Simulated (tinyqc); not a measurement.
Spin coating of a resist or spin-on film: centrifugal thinning, evaporation and the final thickness (Emslie and Meyerhofer models): one step, computed by the program tinyqc.

A Newtonian film stays uniform over the wafer; solvent and solids have the same density and the concentration is uniform through the thickness.

Problem. First explicit step of the full model. omega = 2 pi f/60; nu(c) = nu_s + k c^gamma; evaporation rate e = e0 sqrt(f/1000 rpm). Solids s and liquid l per area start at s = c0 h0, l = (1 - c0) h0. With h = h0 and c = c0: Q = K h^3, K = 2 omega^2/(3 nu); one Euler step of length dt = 0.01 h0/Q for s and l, ds/dt = -c Q, dl/dt = -(1 - c) Q - e.

Inputs (values chosen for the exercise, of the order of those of a polymer resist in an ester solvent): solids volume fraction c0 = 0.18; starting thickness h0 = 100 micrometre.

flow constant K = 5.663289e-04 1/(micrometre^2 s)

evaporation rate e = 0.1905256 micrometre/s

Give: Q; dt; s; l; Q/e at the start.

Solution.

Q = 566.33 micrometre/s

dt = 0.0017658 s

s = 17.82 micrometre

l = 81.180 micrometre

Q/e at the start = 2972.5
